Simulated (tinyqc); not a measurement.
One electron in a tunnel-coupled double dot: charge qubit, sensing and quantum capacitance: two steps of the calculation.

Basis (left, right), H = [[ep/2, tc], [tc, -ep/2]], splitting Om = sqrt(ep^2 + 4 tc^2), ep = al times the gate voltage. In equilibrium the electron is on the right with the chance P_R = [1 + (ep/Om) tanh(Om/2 kB T)]/2.

Values chosen for this exercise:
```
symbol  value  unit                                   meaning
tc         24   ueV                           tunnel coupling
T       0.071     K                      electron temperature
al       0.08  eV/V     lever arm of the gate on the detuning
Cp       0.64    pF    parasitic capacitance of the resonator
f0        253   MHz                       resonator frequency
Q          88                           loaded quality factor
se        5.7   ueV  deviation of quasi-static detuning noise
ep      -29.1   ueV                                  detuning
```

Constants: q = 1.602176634e-19 C, kB = 1.380649e-23 J/K, hbar = 1.054571817e-34 J s, h = 6.62607015e-34 J s, Vt = kB T/q. Results are converted to the units shown.

Problem 1. Capacitance seen by a resonator. q^2 al^2 dP_R/d(ep) splits into Cq = q^2 al^2 (2 tc^2/Om^3) tanh(Om/2 kB T) and Ct = q^2 al^2 (ep/Om)^2/(4 kB T cosh^2(Om/2 kB T)); Ct appears only if relaxation is faster than the drive. A resonator of frequency f0, capacitance Cp and quality factor Q shifts by df = -f0 Cq/(2 Cp) and its phase by -2 Q Cq/Cp.

Give: Cq; Ct; df; phase shift.

Solution 1.

Cq = 6.6776 aF
Ct = 0.0046679 aF
df = -1.3199 kHz
phase shift = -105.21 millidegree

Problem 2. Dephasing by charge noise. Noise in ep shifts Om by (ep/Om) d + (2 tc^2/Om^3) d^2. For Gaussian d of deviation se the spread of Om is sqrt[(ep se/Om)^2 + 2 (2 tc^2 se^2/Om^3)^2], and T2* is estimated as sqrt(2) hbar/spread; Om T2*/h counts the oscillations within T2*.

Find: first-order spread; second-order spread; T2*; oscillations within T2*.

Solution 2.

first-order spread = 2.9550 ueV
second-order spread = 0.29928 ueV
T2* = 0.31341 ns
oscillations within T2* = 4.2538

At ep = 0 the first-order term vanishes and T2* would be 1.94 ns.

tinyqc, about 0.01 s, one thread, Intel Xeon 2.30GHz (shared host): `OMP_NUM_THREADS=1 python tinyqc.py 2470108 2470109 out.jsonl`
